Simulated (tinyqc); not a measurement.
Comparisons within one model: k.p theory built from an empirical-pseudopotential calculation at Gamma. A value that a table varies takes the place of the one given here.

Empirical pseudopotential on the fcc lattice, atoms at +/- tau, tau = a (1,1,1)/8, no spin-orbit coupling. H(G,G') = c (2 pi/a)^2 |k + G|^2 delta + VS(q) cos(q.tau) + i VA(q) sin(q.tau), q = G - G', c = hbar^2/2m0; k and G in units of 2 pi/a; VS at |q|^2 = 3, 8, 11 and VA at 3, 4, 11, in rydberg, zero elsewhere. The basis is fixed: all 89 G with |G|^2 up to Gcut. Energies are counted from the fourth level at Gamma.

k.p in the lowest n states at Gamma: H_nm = (E_n + c k^2) delta + 2 c k.<n|G|m>, k in 1/angstrom; with all states of the basis it is exact.

Empirical pseudopotential on the fcc lattice, atoms at +/- tau, tau = a (1,1,1)/8, no spin-orbit coupling. H(G,G') = c (2 pi/a)^2 |k + G|^2 delta + VS(q) cos(q.tau) + i VA(q) sin(q.tau), q = G - G', c = hbar^2/2m0; k and G in units of 2 pi/a; VS at |q|^2 = 3, 8, 11 and VA at 3, 4, 11, in rydberg, zero elsewhere. The basis holds all G with |G|^2 up to a cut-off. Energies are counted from the fourth level at Gamma.

For a multiplet A of d_A states, W(B) = (4 c/(3 d_A)) sum over n in A, m in B and i = x, y, z of |<n|G_i|m>|^2 (G in 1/angstrom, <n|G_i|m> = sum_G c_n(G)* G_i c_m(G)); the mean inverse mass of A is 1 + sum_B W(B)/(E_A - E_B). Multiplets with W = 0 are left out.

Valence parameters: D(u) = c + 4 c^2 sum_m <n|u.G|m><m|u.G|n'>/(0 - E_m) on the valence triplet, in units of c, has eigenvalues L, M, M along [100] and (L + 2M + 2N)/3, (L + 2M - N)/3 twice along [111]; g1 = -(L + 2M)/3, g2 = -(L - M)/6, g3 = -N/6.

Constants: hbar^2/2m0 = 3.80998211 eV angstrom^2; Ry = 13.60569312 eV.

Inputs chosen for the exercise (near those of Ge; shifted at random, so the results belong to these values and not to a real crystal):

| symbol | value | unit | meaning |
|---|---|---|---|
| a | 5.655 | angstrom | lattice constant |
| VS | (-0.236, 0.009, 0.059) | Ry | symmetric form factors |
| VA | (0, 0, 0) | Ry | antisymmetric form factors |
| Gcut | 19 | (2 pi/a)^2 | largest \|G\|^2 of the fixed basis |
| VS3 | -0.236 | Ry |  |
| VS8 | 0.009 | Ry |  |
| VS11 | 0.059 | Ry |  |
| VA3 | 0 | Ry |  |
| VA4 | 0 | Ry |  |
| VA11 | 0 | Ry |  |

## How many bands a k.p model needs: band 5 from Gamma to K

Band 5 (counted from below) at k = f (0.75, 0.75, 0) 2 pi/a; n ends on whole multiplets.

Energies (eV):

| f | n = 8 | n = 15 | n = 27 | n = 89 (exact) |
|---|---|---|---|---|
| 0.000 | 1.069 | 1.069 | 1.069 | 1.069 |
| 0.125 | 1.844 | 1.827 | 1.826 | 1.825 |
| 0.250 | 2.565 | 2.455 | 2.450 | 2.449 |
| 0.375 | 3.138 | 2.797 | 2.787 | 2.784 |
| 0.500 | 3.779 | 2.950 | 2.937 | 2.930 |
| 0.625 | 4.552 | 2.839 | 2.827 | 2.811 |
| 0.750 | 5.478 | 2.514 | 2.502 | 2.472 |
| 0.875 | 6.563 | 2.130 | 2.118 | 2.069 |
| 1.000 | 7.809 | 1.797 | 1.782 | 1.709 |

What can be read from the table?

With n = 8 the band stays within 0.05 eV of the exact one up to f = 0.125 (error at K: +6.100 eV). With n = 15 the band stays within 0.05 eV of the exact one up to f = 0.750 (error at K: +0.088 eV). With n = 27 the band stays within 0.05 eV of the exact one up to f = 0.875 (error at K: +0.073 eV). A smaller basis can only raise a level. The exact band has its minimum on these points at f = 0.000; n = 8 puts it at f = 0.000.

## Convergence with the plane-wave basis

E_s is the lowest empty singlet, Ep its W to the valence triplet, m its mass.

Results:

| cut-off | plane waves | E_s (eV) | Ep (eV) | m (m0) | g1 | g2 | g3 |
|---|---|---|---|---|---|---|---|
| 8 | 27 | 0.872 | 20.10 | 0.0417 | 9.88 | 3.42 | 4.38 |
| 11 | 51 | 1.047 | 20.09 | 0.0496 | 8.51 | 2.88 | 3.66 |
| 12 | 59 | 1.077 | 20.09 | 0.0510 | 8.43 | 2.76 | 3.60 |
| 16 | 65 | 1.077 | 20.09 | 0.0510 | 8.45 | 2.75 | 3.60 |
| 19 | 89 | 1.069 | 20.10 | 0.0506 | 8.49 | 2.78 | 3.63 |
| 20 | 113 | 1.058 | 20.11 | 0.0501 | 8.55 | 2.81 | 3.66 |
| 24 | 137 | 1.058 | 20.12 | 0.0501 | 8.55 | 2.81 | 3.66 |

What does this show, and why?

Against the last row, E_s errs most, by -0.186 eV, at cut-off 8, and by 0.000 eV in the last row but one. Ep varies by 0.1 % over the table and m by 18.6 %: the mass, near E_s/Ep, inherits the errors of both. Local form factors fix the converged values only roughly. The gap is a difference of two levels, so it need not converge steadily, and here it does not.

## What each form factor does (empirical-pseudopotential levels)

Lowest empty singlet and triplet at Gamma and the valence width there (fixed basis); lowest empty level at X = (1,0,0) and L = (1/2,1/2,1/2) from the valence top, these levels and that top with all |k + G|^2 up to 21. Singlet and triplet count orbital degeneracy. VS3 is VS at |q|^2 = 3, and so on. The row for a keeps the form factors fixed, so it is no model of a real expansion, which changes them too. Each row changes one parameter from the base and keeps the others.

Results:

| case | singlet (eV) | triplet (eV) | X (eV) | L (eV) | width (eV) |
|---|---|---|---|---|---|
| base | 1.069 | 3.544 | 1.266 | 0.945 | 12.042 |
| a = 5.712 angstrom | 1.080 | 3.567 | 1.388 | 1.022 | 11.761 |
| VS3 = -0.226 Ry | 1.161 | 3.402 | 1.022 | 0.845 | 12.080 |
| VS8 = 0.019 Ry | 1.593 | 3.487 | 1.338 | 1.186 | 11.937 |
| VS11 = 0.069 Ry | 1.637 | 3.783 | 1.546 | 1.329 | 11.843 |
| VA3 = 0.03 Ry | 1.123 | 3.579 | 0.999 | 0.958 | 12.052 |
| VA4 = 0.03 Ry | 1.046 | 3.640 | 0.883 | 1.008 | 12.048 |
| VA11 = 0.03 Ry | 0.919 | 3.503 | 0.909 | 0.868 | 12.065 |

How do the results move?

The largest shifts from the base row, up to three for each result and ties (the steps differ in size, so this ranks the rows, not the parameters). singlet (eV): VS11 +0.568, VS8 +0.525, VA11 -0.150. triplet (eV): VS11 +0.239, VS3 -0.142, VA4 +0.096. X (eV): VA4 -0.383, VA11 -0.357, VS11 +0.280. L (eV): VS11 +0.384, VS8 +0.242, VS3 -0.100. width (eV): a -0.281, VS11 -0.199, VS8 -0.105. In a diamond crystal a small VA enters the levels at Gamma and L only in second order, by symmetry, but splits the degenerate pair at X in first order.

(tinyqc, `OMP_NUM_THREADS=1 python tinyqc.py 1080194 1080195 out.jsonl`, Intel(R) Xeon(R) Processor @ 2.30GHz, 1 thread, shared host, about 0.4 s.)
